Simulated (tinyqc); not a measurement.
Interface traps by the conductance method, one level: one step of the calculation.

MOS capacitor on an n-type substrate; psi is the band bending, negative in depletion; only majority carriers are counted. The traps exchange electrons with the conduction band; their admittance lies in parallel with Cd, and that pair in series with Cox and Rs. w = 2 pi f.

Problem. Capacitances and time constant. Cox = 3.9 eps0/EOT, LD = sqrt(eps0 eps_r Vt/(q Nd)), u = psi/Vt, Cd = (eps0 eps_r/(sqrt(2) LD)) |exp(u) - 1|/sqrt(exp(u) - u - 1); ns = Nd exp(u); tau = ft/(sn vth ns), Cit = q Nt ft (1 - ft)/Vt.

Values chosen for this exercise; band and dielectric values those of a made-up semiconductor: temperature T = 200 K; relative permittivity eps_r = 8.75; donor density Nd = 5.8e16 cm^-3; equivalent oxide thickness EOT = 5.9 nm; band bending psi ps = -0.144 V; capture cross-section for electrons sn = 1.1e-16 cm^2; thermal velocity vth = 1.7e7 cm/s; density of the level Nt = 2.6e10 cm^-2; occupation of the level at this bias ft = 0.35.

Constants: q = 1.602176634e-19 C, kB = 1.380649e-23 J/K, Vt = kB T/q, eps0 = 8.8541878128e-14 F/cm where lengths are in cm. Results are converted to the units shown.

Wanted: Cox; Cd; ns; tau; Cit.

Solution.

Cox = 585.28 nF/cm^2
Cd = 168.47 nF/cm^2
ns = 1.3639e13 cm^-3
tau = 1.3723e-5 s
Cit = 54.987 nF/cm^2

Computed by the program tinyqc: `OMP_NUM_THREADS=1 python tinyqc.py 2030073 2030074 out.jsonl`, one thread of a shared Intel Xeon 2.30GHz, about 0.01 s for the whole run.
